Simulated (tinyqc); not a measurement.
# Admittance spectroscopy of a deep trap: effects of single changes

Schottky contact on an n-type layer with shallow donors Nd (all ionised) and a donor-like deep trap, neutral when filled and positive when empty; depletion approximation. Traps within lam of the depletion edge stay filled. The traps at xt = W - lam, where the level crosses the Fermi level, follow a slow signal and not a fast one. w = 2 pi f.

Values chosen for this exercise; material values close to those of silicon: relative permittivity eps_r = 11.7; conduction-band density of states at 300 K Nc = 2.76e19 cm^-3; thermal velocity at 300 K vth = 2.3e7 cm/s; shallow donor density Nd = 1.8e15 cm^-3; built-in voltage Vbi = 0.55 V; depth of the trap below the conduction edge Et = 0.29 eV; capture cross-section sn = 1.4e-16 cm^2; trap density Nt = 8.3e13 cm^-3; reverse bias Vr = 0.5 V; temperature T = 240 K.

Constants: q = 1.602176634e-19 C, kB = 1.380649e-23 J/K, eps0 = 8.8541878128e-14 F/cm where lengths are in cm. Results are converted to the units shown.

Each table varies one quantity; the others keep the values above.

## Effect of the trap density

Emission rate en = sn vth(T) Nc(T) exp(-Et/kB T) = sn g T^2 exp(-Et/kB T), g = vth Nc/(300 K)^2, as vth goes as T^0.5 and Nc as T^1.5 (degeneracy factor 1). lam = sqrt(2 eps0 eps_r (EF - ET)/(q Nd)), EF - ET = Et - (kB T/q) ln(Nc(T)/Nd), Nc(T) = Nc (T/300 K)^1.5. In the steady state at the band bending V, 2 eps0 eps_r V/q = Nd W^2 + Nt (W - lam)^2 (the second term only if W > lam). V = Vbi + Vr. C_HF = eps0 eps_r/W, C_LF = eps0 eps_r (Nd + Nt)/(Nd W + Nt xt). Inflection frequency w0 = 2 en [1 + Nt xt/(Nd W)]; C = C_HF + (C_LF - C_HF)/(1 + (w/w0)^2), G/w = (C_LF - C_HF)(w/w0)/(1 + (w/w0)^2).

Effect of the trap density:
```
Nt (cm^-3)  W (nm)  step (% of C_HF)  w0/(2 en)
4.4e13       863.5            0.7371      1.017
8.8e13       858.6             1.459      1.034
1.7e14       849.7             2.763      1.065
3.4e14       832.7             5.321      1.129
6.8e14       803.1             9.940      1.253
1.3e15       759.8             17.12      1.471
2.6e15       696.5             28.97      1.895
5.2e15       621.7             46.29      2.658
```

Read the table: what changes, and by how much?

The step rises from 0.737 to 46.3 %, as Nt^(0.98) between the first two rows and Nt^(0.68) between the last two, and w0/(2 en) rises from 1.02 to 2.66: for Nt near Nd the rule w0 = 2 en overstates the cross-section by that factor.

## Effect of the bias

Same model as above.

V = Vbi + Vr.

Results:
```
Vr (V)  W (nm)     xt/W  C_HF (nF/cm^2)  step (nF/cm^2)  step (% of C_HF)
0       623.85  0.57555          16.606         0.31660            1.9066
0.9     1008.1  0.73733          10.276         0.12037            1.1714
1.7     1253.5  0.78876          8.2641        0.077670           0.93985
2.6     1481.5  0.82126          6.9926        0.055529           0.79410
4.3     1835.9  0.85577          5.6427        0.036103           0.63982
5.1     1980.7  0.86631          5.2301        0.031002           0.59276
6       2131.9  0.87579          4.8593        0.026750           0.55050
```

Estimate the missing row, Vr = 3.4 V.

Computed row:
```
Vr (V)  W (nm)     xt/W  C_HF (nF/cm^2)  step (nF/cm^2)  step (% of C_HF)
3.4     1657.8  0.84027          6.2489        0.044307           0.70905
```

With this row back in the table: xt/W rises from 0.576 to 0.876 since lam stays at 265 nm, and the relative step falls from 1.91 to 0.551 %: the nearer xt lies to W in proportion, the less the traps add.

## Admittance against frequency

Same model as above.

V = Vbi + Vr.

Admittance against frequency:
```
f (Hz)  C (nF/cm^2)  G/w (nF/cm^2)
650           12.22       0.007092
1500          12.22        0.01624
3500          12.22        0.03633
8000          12.19        0.06846
19000         12.12        0.08101
43000         12.08        0.05217
99000         12.06        0.02490
2.3e5         12.06        0.01092
5.3e5         12.06       0.004758
```

Read the table: what changes, and by how much?

C falls from 12.2 to 12.1 nF/cm^2, between C_LF = 12.2 and C_HF = 12.1, and G/w goes from 0.00709 through a maximum of 0.0810 (at f = 19000 Hz among the rows listed) to 0.00476 nF/cm^2. The exact peak is half of the step, 0.0830 nF/cm^2, at 15200 Hz.

Numbers from tinyqc (`OMP_NUM_THREADS=1 python tinyqc.py 2050044 2050045 out.jsonl`; about 0.01 s on one thread of a shared Intel Xeon 2.30GHz).
